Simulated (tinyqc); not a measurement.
Course in time: spin coating of a resist or spin-on film: centrifugal thinning, evaporation and the final thickness (Emslie and Meyerhofer models). Computed by tinyqc, a small Python program. Command: `OMP_NUM_THREADS=1 python tinyqc.py 3111786 3111787 out.jsonl spincoat walk`. One thread of a shared host (Intel(R) Xeon(R) Processor @ 2.30GHz), about 0.06 s of CPU time with the checks.

A Newtonian film stays uniform over the wafer; solvent and solids have the same density and the concentration is uniform through the thickness.

Inputs (values chosen for the exercise, of the order of those of a polymer resist in an ester solvent):

| quantity | value | unit |
|---|---|---|
| solids volume fraction c0 | 0.15 | - |
| kinematic viscosity of the solvent nu_s | 1.8 | mm^2/s |
| viscosity constant k | 1600 | mm^2/s |
| viscosity exponent gamma | 2.9 | - |
| spin speed f | 5000 | rpm |
| evaporation rate at 1000 rpm e0 | 0.36 | micrometre/s |
| starting thickness h0 | 100 | micrometre |
| wafer radius R | 150 | mm |
| shrinkage in the bake | 9.7 | % |

Method:
- omega = 2 pi f/60; nu(c) = nu_s + k c^gamma; evaporation rate e = e0 sqrt(f/1000 rpm).
- Flow constant K = 2 omega^2/(3 nu(c0)); Reynolds number of the air omega R^2/nu_air with nu_air = 15 mm^2/s.
- Meyerhofer estimate: flow rules until (1 - c0) K h^3 = e, then evaporation alone: h_w = (e/((1 - c0) K))^(1/3), dry film c0 h_w.
- Full model for solids s and liquid l per area, h = s + l, c = s/h: ds/dt = -c Q, dl/dt = -(1 - c) Q - e, Q = 2 omega^2 h^3/(3 nu(c)); integrated adaptively (relative tolerance 1e-9) until l = 0.
- Dry film = s at l = 0, before the bake; film after the bake = s x (1 - shrinkage).
- Times are fractions of the time to dry.

omega = 523.599 1/s

evaporation rate e = 0.804984 micrometre/s

dry film = 608.593 nm

dry film, estimate = 526.131 nm

History:

| fraction | t (s) | h (micrometre) | c | nu (mm^2/s) | Q/e | s (nm) |
|---|---|---|---|---|---|---|
| 0.003 | 1.4685e-02 | 36.646 | 0.15004 | 8.33 | 1.3410e+03 | 5498.2 |
| 0.010 | 4.8950e-02 | 21.084 | 0.15019 | 8.35 | 2.5479e+02 | 3166.7 |
| 0.030 | 1.4685e-01 | 12.348 | 0.15097 | 8.45 | 5.0581e+01 | 1864.2 |
| 0.100 | 4.8950e-01 | 6.764 | 0.15595 | 9.11 | 7.7165e+00 | 1054.9 |
| 0.200 | 9.7900e-01 | 4.721 | 0.16749 | 10.79 | 2.2143e+00 | 790.7 |
| 0.350 | 1.7132e+00 | 3.422 | 0.19445 | 15.66 | 5.8137e-01 | 665.5 |
| 0.500 | 2.4475e+00 | 2.637 | 0.23690 | 26.37 | 1.5799e-01 | 624.8 |
| 0.700 | 3.4265e+00 | 1.795 | 0.34001 | 71.86 | 1.8288e-02 | 610.5 |
| 0.900 | 4.4055e+00 | 1.003 | 0.60700 | 377.96 | 6.0563e-04 | 608.7 |

Q/e drops below 1 between t = 0.98 and 1.7 s, when c has risen from 0.15 to about 0.194; after that row the solids fall by a further 9 %. The full model gives 1.16 times the two-stage estimate. Caution: above a Reynolds number of about 3e5 the air flow near the rim turns turbulent, and evaporation is no longer uniform.
